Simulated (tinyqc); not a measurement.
What moves the results: Shockley-Read-Hall recombination through one deep level. A value that a table varies takes the place of the one given here.

One level at Et with degeneracy 1: tn = 1/(sn vth Nt), tp = 1/(sp_ vth Nt), n1 = Nc exp((Et - Eg)/kT), p1 = Nv exp(-Et/kT), ni^2 = n1 p1. Equilibrium p0 = Nm, n0 = ni^2/Nm; n = n0 + dn, p = p0 + dn. U = (n p - ni^2)/(tp (n + n1) + tn (p + p1)), lifetime dn/U; emission rates en = sn vth n1, ep = sp_ vth p1.

Constants: kB = 8.617333262e-05 eV/K.

Parameters, chosen for this exercise (gap and densities of states near those of Si at this temperature; shifted at random, so the results belong to these values and not to a real crystal):

| symbol | value | unit | meaning |
|---|---|---|---|
| E1 | 0.805 | eV | level (+1/0) above Ev |
| E2 | 0.737 | eV | level (0/-1) above Ev |
| gm | 1 |  | degeneracy of the middle state, the others 1 |
| T | 250 | K |  |
| Eg | 1.135 | eV | gap |
| Nc | 2.06e+19 | 1/cm^3 | conduction-band density of states |
| Nv | 8.74e+18 | 1/cm^3 | valence-band density of states |
| Nd | -1.6e+15 | 1/cm^3 | ionised shallow donors minus acceptors |
| Et | 0.737 | eV | recombination level above Ev |
| Nt | 1.3e+14 | 1/cm^3 | defects |
| sn | 1.1e-16 | cm^2 | electron capture cross-section |
| sp_ | 2.6e-16 | cm^2 | hole capture cross-section |
| vth | 16000000 | cm/s | thermal velocity, both carriers |
| Nm | 5e+15 | 1/cm^3 | equilibrium holes for the lifetime steps |
| dn | 1.1e+12 | 1/cm^3 | excess pairs |

## Charge state against the Fermi level (deep level with several charge states)

Energies from Ev. The defect has charge states +1, 0, -1 with weights 1, gm exp((EF - E1)/kT), exp((2 EF - E1 - E2)/kT); the shares are the weights over their sum. Boltzmann carriers: n = Nc exp((EF - Eg)/kT), p = Nv exp(-EF/kT). Neutrality: p - n + Nd + Nt <q> = 0.

Shares:

| EF (eV) | +1 | 0 | -1 | <q> |
|---|---|---|---|---|
| 0.068 | 1.000 | 0.000 | 0.000 | 1.000 |
| 0.159 | 1.000 | 0.000 | 0.000 | 1.000 |
| 0.250 | 1.000 | 0.000 | 0.000 | 1.000 |
| 0.340 | 1.000 | 0.000 | 0.000 | 1.000 |
| 0.431 | 1.000 | 0.000 | 0.000 | 1.000 |
| 0.522 | 1.000 | 0.000 | 0.000 | 1.000 |
| 0.613 | 1.000 | 0.000 | 0.000 | 1.000 |
| 0.704 | 0.989 | 0.009 | 0.002 | 0.987 |
| 0.794 | 0.099 | 0.060 | 0.841 | -0.742 |
| 0.885 | 0.000 | 0.001 | 0.999 | -0.999 |
| 0.976 | 0.000 | 0.000 | 1.000 | -1.000 |
| 1.067 | 0.000 | 0.000 | 1.000 | -1.000 |

E2 lies below E1 (negative U = -0.068 eV), so the charge goes from +1 to -1 near (E1 + E2)/2 = 0.771 eV, two electrons at once; the middle state never exceeds a share of 0.0935.

## Defects against doping (deep level with several charge states)

Nt takes the listed multiples of |Nd|; the resistivity uses mobilities of 1000 (electrons) and 300 (holes) cm^2/(V s), chosen for the exercise, and e = 1.602176634e-19 C.

Neutral state:

| Nt/\|Nd\| | EF (eV) | n (1/cm^3) | p (1/cm^3) | rho (ohm cm) |
|---|---|---|---|---|
| 0.01 | 0.1856 | 1.50 | 1.58e+15 | 13.1 |
| 0.10 | 0.1877 | 1.65 | 1.44e+15 | 14.4 |
| 0.30 | 0.1931 | 2.12 | 1.12e+15 | 18.6 |
| 0.60 | 0.2051 | 3.70 | 6.40e+14 | 32.5 |
| 0.90 | 0.2350 | 14.8 | 1.60e+14 | 130 |
| 1.10 | 0.7334 | 1.65e+11 | 1.44e+04 | 3.78e+04 |
| 1.50 | 0.7517 | 3.86e+11 | 6.14e+03 | 1.62e+04 |
| 3.00 | 0.7627 | 6.45e+11 | 3.68e+03 | 9.68e+03 |
| 10.00 | 0.7686 | 8.47e+11 | 2.80e+03 | 7.37e+03 |

EF goes from 0.186 to 0.769 eV and the resistivity from 13.1 to 7.37e+03 ohm cm, with a largest value of 3.78e+04. The largest move of EF, +0.498 eV, comes between Nt/|Nd| = 0.9 and 1.1; the levels lie at 0.805 and 0.737 eV. A defect can take up to one carrier of either sign, so the doping can be cancelled no earlier than Nt = |Nd|, there only if EF lies well beyond the level that takes the carriers and otherwise at larger Nt (mean charge +0.10 in the last row). The type changes along the table.

## Lifetime against injection

Recombination:

| dn (1/cm^3) | lifetime (microsecond) | U (1/(cm^3 s)) |
|---|---|---|
| 1.0e+11 | 4.371 | 2.29e+16 |
| 1.0e+12 | 4.371 | 2.29e+17 |
| 1.0e+13 | 4.374 | 2.29e+18 |
| 1.0e+14 | 4.407 | 2.27e+19 |
| 1.0e+15 | 4.679 | 2.14e+20 |
| 1.0e+16 | 5.603 | 1.78e+21 |
| 1.0e+17 | 6.132 | 1.63e+22 |
| 1.0e+18 | 6.211 | 1.61e+23 |

The lifetime rises from 4.371 to 6.211 microsecond; tn + tp = 6.22. At low injection it is tn (1 + p1/p0) + tp n1/p0 with n1/Nm = 3.9e-05 and p1/Nm = 2.4e-12: re-emission is negligible, so minority capture alone counts. Auger and radiative paths are left out; they cut in at the highest injections, and in a doped direct-gap crystal the radiative one counts at all injections. dn = dp neglects trapped charge, which matters where the traps hold a charge comparable with dn, at low injection and with very unequal cross sections.

## Where a level does most harm

Et takes the values listed; G = Nt en ep/(en + ep) in a depleted region; the lifetime is for dn = 1e11 1/cm^3.

Results:

| Et (eV) | lifetime (microsecond) | G (1/(cm^3 s)) |
|---|---|---|
| 0.068 | 330 | 1.46e+03 |
| 0.159 | 9.13 | 9.95e+04 |
| 0.250 | 4.44 | 6.80e+06 |
| 0.340 | 4.37 | 4.43e+08 |
| 0.431 | 4.37 | 3.03e+10 |
| 0.522 | 4.37 | 2.04e+12 |
| 0.613 | 4.37 | 2.04e+12 |
| 0.704 | 4.37 | 3.04e+10 |
| 0.794 | 4.37 | 4.66e+08 |
| 0.885 | 4.44 | 6.82e+06 |
| 0.976 | 9.12 | 9.98e+04 |
| 1.067 | 329 | 1.46e+03 |

Generation peaks where en = ep, at Eg/2 + (kT/2) ln(sp_ Nv/(sn Nc)) = 0.568 eV; the largest value listed is at 0.613 eV, and G falls by a decade for each 0.050 eV away from the peak. The lifetime is within a factor 2 of its minimum, 4.37 microsecond, from 0.250 to 0.885 eV: recombination tolerates a wide range of Et, generation a narrow one.

## What moves lifetime and leakage

G = Nt en ep/(en + ep). Each row changes one parameter from the base and keeps the others.

Results:

| case | lifetime (microsecond) | G (1/(cm^3 s)) |
|---|---|---|
| base | 4.371 | 6.57e+09 |
| Et = 0.777 eV | 4.371 | 1.03e+09 |
| sn = 2.2e-16 cm^2 | 2.186 | 6.57e+09 |
| sp_ = 5.2e-16 cm^2 | 4.371 | 1.31e+10 |
| Nt = 6.5e+13 1/cm^3 | 8.742 | 3.28e+09 |
| Nm = 1.5e+16 1/cm^3 | 4.371 | 6.57e+09 |
| dn = 3.3e+12 1/cm^3 | 4.372 | 6.57e+09 |

The largest shifts from the base row, up to three for each result and ties (the steps differ in size, so this ranks the rows, not the parameters). lifetime (microsecond): Nt +4.37, sn -2.19, dn +0.000813; unchanged at the printed digits by Et, sp_ and Nm. G (1/(cm^3 s)): sp_ +6.57e+09, Et -5.54e+09, Nt -3.28e+09; unchanged at the printed digits by sn, Nm and dn.

Computed by tinyqc, a small Python program: `OMP_NUM_THREADS=1 python tinyqc.py 1682248 1682249 out.jsonl` (the numbers bound the seed that draws the inputs); one thread of a shared host (Intel(R) Xeon(R) Processor @ 2.30GHz), about 0.01 s for the whole set of steps.
